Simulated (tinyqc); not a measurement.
From results back to parameters: Gamma, L and X subbands of a thin body with non-parabolic valleys. Five cases, with inputs chosen for the exercise.

Problem. Hard walls; each subband edge rises by e with e (1 + a e) = c (pi/t)^2/m_z, c = hbar^2/2m0. The thickness at which the Gamma and L edges cross was computed from a hidden bulk separation EL.

Constants: hbar^2/2m0 = 3.80998211 eV angstrom^2.

Case 1.

Values chosen (near those of a thin GaSb channel; the results hold for these values, not for the real material):
- mG = 0.0388 m0 (Gamma mass)
- aG = 1.15 1/eV (Gamma non-parabolicity)
- mzL = 1.348 m0 (confinement mass of the lowest L group)
- aS = 0.66 1/eV (non-parabolicity of L and X)

crossing thickness = 113.946 angstrom

Case 2.

Values chosen (near those of a thin InP channel; the results hold for these values, not for the real material):
- mG = 0.0803 m0 (Gamma mass)
- aG = 0.6 1/eV (Gamma non-parabolicity)
- mzL = 1.588 m0 (confinement mass of the lowest L group)
- aS = 0.54 1/eV (non-parabolicity of L and X)

crossing thickness = 22.296 angstrom

Case 3.

Values chosen (near those of a thin GaSb channel; the results hold for these values, not for the real material):
- mG = 0.0386 m0 (Gamma mass)
- aG = 1.13 1/eV (Gamma non-parabolicity)
- mzL = 1.3 m0 (confinement mass of the lowest L group)
- aS = 0.6 1/eV (non-parabolicity of L and X)

crossing thickness = 144.572 angstrom

Case 4.

Values chosen (near those of a thin GaSb channel; the results hold for these values, not for the real material):
- mG = 0.0394 m0 (Gamma mass)
- aG = 1.12 1/eV (Gamma non-parabolicity)
- mzL = 0.261 m0 (confinement mass of the lowest L group)
- aS = 0.66 1/eV (non-parabolicity of L and X)

crossing thickness = 112.118 angstrom

Case 5.

Values chosen (near those of a thin GaSb channel; the results hold for these values, not for the real material):
- mG = 0.0384 m0 (Gamma mass)
- aG = 1.15 1/eV (Gamma non-parabolicity)
- mzL = 0.1499 m0 (confinement mass of the lowest L group)
- aS = 0.41 1/eV (non-parabolicity of L and X)

crossing thickness = 85.565 angstrom

Find: rise of Gamma; rise of L; EL.

Solution. At the crossing the rise of Gamma equals EL plus the rise of L.

Case 1.

rise of Gamma = 0.069 eV
rise of L = 0.002 eV
EL = 0.067 eV

Case 2.

rise of Gamma = 0.671 eV
rise of L = 0.046 eV
EL = 0.625 eV

Case 3.

rise of Gamma = 0.044 eV
rise of L = 0.001 eV
EL = 0.043 eV

Case 4.

rise of Gamma = 0.070 eV
rise of L = 0.011 eV
EL = 0.059 eV

Case 5.

rise of Gamma = 0.118 eV
rise of L = 0.034 eV
EL = 0.084 eV

Computed by tinyqc, one run a case: `OMP_NUM_THREADS=1 python tinyqc.py N N+1 out.jsonl` with N = 1281984, 1282013, 1282149, 1282289, 1282324; one thread of a shared Intel(R) Xeon(R) Processor @ 2.30GHz, about 0.06 s a run at most.
